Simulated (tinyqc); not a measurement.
A log to judge: molecular dynamics of a small cluster by velocity Verlet steps. Computed by tinyqc. Command: `OMP_NUM_THREADS=1 python tinyqc.py 3000325 3000326 out.jsonl verlet walk`. One thread of a shared host (Intel(R) Xeon(R) Processor @ 2.30GHz), about 0.02 s of CPU time with the checks.

E = sum_i {sum_j A exp(-p (r_ij/r0 - 1)) - xi sqrt(rho_i)}, rho_i = sum_j exp(-2 q (r_ij/r0 - 1)); the force on i is -sum_j w_ij (R_i - R_j)/r_ij with w_ij = -(2p/r0) A exp(-p (r_ij/r0 - 1)) + (xi q/r0) exp(-2 q (r_ij/r0 - 1)) (rho_i^(-1/2) + rho_j^(-1/2)).

Inputs (values chosen for the exercise, for model atoms):
```
quantity       value      unit
length r0       2.41  angstrom
repulsion A     0.14        eV
hopping xi      1.91        eV
decay p         10.4         -
decay q         2.64         -
atomic mass M    171         u
time step dt      51        fs
steps            200         -
```

Potential: Gupta. Thermostat: none.

starting positions (angstrom):
```
            x      y     z
atom 1  -0.03  -0.02  0.01
atom 2   2.25  -0.02  0.04
atom 3   1.12   1.94  0.01
atom 4   1.11   0.65  1.78
```

starting velocities (angstrom/fs):
```
               x         y         z
atom 1   0.00067   0.00055    0.0004
atom 2  -0.00031   0.00049  -0.00045
atom 3   0.00062  -0.00023  -0.00035
atom 4  -0.00098  -0.00081   0.00039
```

Constants: 1 eV/(angstrom u) = 9.648533212e-03 angstrom/fs^2; k_B = 8.617333262e-05 eV/K.

Method. Velocity Verlet: a = c F/M with c = 9.648533212e-3 angstrom/fs^2 per eV/(angstrom u); R(new) = R + v dt + a dt^2/2; v(new) = v + (a + a(new)) dt/2. Kinetic energy K = M v^2/(2c); temperature T = 2K/((3N - 3) k_B), rotation of the cluster included. Spread = largest minus smallest value. The test of the step is the spread (largest minus smallest) of the total energy over the run without thermostat, against the spread of K; the step passes below 5 %. The mean T is over the second half.

Course of the run (evenly spaced rows):
```
step  t (fs)   U (eV)       K (eV)    U + K (eV)        T (K)
0          0  -12.430  3.34830e-02  -1.23967e+01  8.63453e+01
1         51  -12.268  1.45341e-01  -1.21223e+01  3.74802e+02
2        102  -10.409  2.21230e-02  -1.03872e+01  5.70504e+01
3        153  -12.344  3.47515e-01  -1.19963e+01  8.96166e+02
4        204  -11.568  1.42463e+00  -1.01436e+01  3.67380e+03
5        255   -5.597  4.11713e+00  -1.47985e+00  1.06172e+04
6        306   -3.302  1.48234e+00  -1.81957e+00  3.82263e+03
7        357   -3.120  1.30311e+00  -1.81702e+00  3.36042e+03
8        408   -5.025  3.16837e+00  -1.85638e+00  8.17054e+03
9        459  343.426  8.86136e+04   8.89570e+04  2.28515e+08
```

Can the last value be used, and what does the course show?

No. The total energy spreads by 100 % of the swings of K: with omega_max dt = 2.40 the step is too long, beyond the stability limit of 2. Reruns converge with time step dt = 6.4. Reruns still fail with time step dt = 36.0.
